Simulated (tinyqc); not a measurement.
# Junction parameters from two forward currents

Question. D(v) = J1 (exp(v/Vt) - 1) + J2 (exp(v/(2 Vt)) - 1). Find J1, J2 and the voltage 2 Vt ln(J2/J1) near which both parts are equal.

Inputs (values chosen for the exercise): temperature T = 358 K.

Constants: q = 1.602176634e-19 C, kB = 1.380649e-23 J/K, Vt = kB T/q. Results are converted to the units shown.

junction voltages (V): 0.3  0.64
currents (uA/um): 1.8966919e-6  0.0065825993

Solution. The current is linear in J1 and J2, so two points give two equations.

J1 = 6.00e-12 uA/um
J2 = 1.40e-8 uA/um
crossover = 0.478 V

Program tinyqc, `OMP_NUM_THREADS=1 python tinyqc.py 2182191 2182192 out.jsonl`; Intel Xeon 2.30GHz, shared host, one thread, about 0.2 s.
